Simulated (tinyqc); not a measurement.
Resistance of a source-drain extension with a graded tip: two steps of the calculation.

y runs along the channel, the gate covers y > 0. The doping is N0 for y < y0 and N0 10^(-(y - y0)/la) beyond, uniform over the depth xj. Sheet conductance s(y) = q mu(N) max(N - Nch, 0) xj + (for y > 0) ma Cox Vo, with mu(N) = u0 + (u1 - u0)/(1 + (N/Nr)^au) and Cox = eps0 eox/tox. Current is taken as one-dimensional; depletion of the tip, spreading and the contact are left out. The metallurgical junction lies at yj, where N = Nch.

Values chosen for this exercise; mobility law close to that of electrons in silicon: relative permittivity of the gate insulator (close to silicon dioxide) eox = 3.9; insulator thickness tox = 1.7 nm; active doping of the extension far from the gate N0 = 1.3e20 cm^-3; lateral abruptness la = 2 nm/decade; position under the gate where the fall begins (gate edge at 0) y0 = -0.8 nm; depth of the extension xj = 8 nm; channel doping Nch = 9.7e17 cm^-3; gate overdrive Vo = 0.7 V; mobility of the gate-induced layer ma = 220 cm^2/(V s); mobility at low doping u1 = 1414 cm^2/(V s); mobility at high doping u0 = 68.5 cm^2/(V s); reference doping Nr = 9.2e16 cm^-3; exponent au = 0.711; gate length Lg = 50 nm.

Constants: q = 1.602176634e-19 C, eps0 = 8.8541878128e-14 F/cm where lengths are in cm. Results are converted to the units shown.

Problem 1. Sheet resistances and junction position. yj = y0 + la log10(N0/Nch); sheet resistance of the full extension 1/[q mu(N0)(N0 - Nch) xj] and of the gate-induced layer 1/(ma Cox Vo); metallurgical length Lg - 2 yj; ye is where the doped and the gate-induced conductances are equal.

Wanted: yj; sheet resistance of the extension; sheet resistance of the induced layer; metallurgical length; ye; N at ye.

Solution 1.

yj = 3.454 nm
sheet resistance of the extension = 793.5 ohm/square
sheet resistance of the induced layer = 3197 ohm/square
metallurgical length = 43.09 nm
ye = 0.5436 nm
N at ye = 2.768e19 cm^-3

The gate takes over 2.91 nm before the junction, where N is still 28.5 times the channel doping.

Problem 2. Resistance of the overlapped part. Midpoint rule on 11 equal steps from 0 to yj: R_ov = sum h/s(y), per width.

Find: y; N; doped conductance; sheet resistance; R_ov.

Solution 2.

y, point 0 to 10 (nm): [0.1570, 0.4710, 0.7851, 1.099, 1.413, 1.727, 2.041, 2.355, 2.669, 2.983, 3.297]
N, point 0 to 10 (cm^-3): [4.320e19, 3.009e19, 2.096e19, 1.460e19, 1.017e19, 7.085e18, 4.936e18, 3.438e18, 2.395e18, 1.668e18, 1.162e18]
doped conductance, point 0 to 10 (uS): [461.4, 336.2, 246.7, 182.0, 134.8, 99.65, 72.87, 51.81, 34.55, 19.74, 6.376]
sheet resistance, point 0 to 10 (ohm/square): [1292, 1541, 1787, 2021, 2234, 2424, 2593, 2743, 2879, 3007, 3133]
R_ov = 8.056 ohm um

tinyqc, about 0.04 s, one thread, Intel Xeon 2.30GHz (shared host): `OMP_NUM_THREADS=1 python tinyqc.py 2282008 2282009 out.jsonl`
